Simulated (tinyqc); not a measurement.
# Which input was changed?

Model: Heisenberg spin cluster by exact diagonalisation: multiplets, susceptibility, level crossings. Computed by tinyqc, a small Python program. Command: `OMP_NUM_THREADS=1 python tinyqc.py 3018995 3018996 out.jsonl spincl which`. One thread of a shared host (Intel(R) Xeon(R) Processor @ 2.30GHz), about 0.07 s of CPU time with the checks.

H = J1 sum S_i.S_j over the bonds 1-2, 2-3, 3-4, 4-1 + J2 sum over 1-3, 2-4 - g mu_B B S_z; J > 0 is antiferromagnetic.

Inputs (values chosen for the exercise, for a model cluster): exchange J1 = 6.33 meV; exchange J2 = -3.3 meV; g factor = 2.19; temperature T = 57 K; field B = 1.7 T.

Cluster: square with diagonals J2. Spin s of each site: 1.

Constants: k_B = 8.617333262e-05 eV/K; mu_B = 5.7883818060e-05 eV/T.

Method:
- Every multiplet has one member in the block S_z = 0; diagonalise it and read the total spin from <S^2> = S (S + 1).
- Z = sum k (2S + 1) exp(-E/(k_B T)) over the table, k the number of multiplets; <S^2> likewise with the factor S (S + 1); chi T = N_A g^2 mu_B^2 <S^2>/(3 k_B) = 0.125049 g^2 <S^2> cm^3 K/mol (cgs, per mole of clusters); C = (<E^2> - <E>^2)/(k_B T)^2; entropy = ln Z + <E>/(k_B T).
- Each multiplet splits as E - g mu_B B m; <S_z> is the Boltzmann mean. The first level crossing is at the smallest (E_S - E_0)/(g mu_B (S - S_0)) over higher spins (0 if the ground state has the highest spin).

Task: One of these inputs alone was changed, within the range given: exchange J1 (3.165 to 12.66); exchange J2 (-6.6 to -1.65); g factor (1.5 to 3); field B (0.85 to 3.4). Which one, and to what value?

Results:
```
run     heat capacity (k_B)  ground energy (meV)       <S_z>
before             1.480950               -44.58  0.01790762
after              1.435822               -45.38  0.01785103
```

Result:

Each candidate set to reproduce heat capacity, and what it then gives:
```
candidate          range searched  value needed  ground energy (meV)     <S_z>
exchange J1 (meV)  3.165 to 12.66         6.669              -46.617  0.016669
exchange J2 (meV)   -6.6 to -1.65        -3.700              -45.380  0.017851
g factor                 1.5 to 3     no effect                    -         -
field B (T)           0.85 to 3.4     no effect                    -         -
```

Only exchange J2 fits every result: it went from -3.3 to -3.70 meV. The next best candidate, exchange J1, misses one result by 6.6 %.
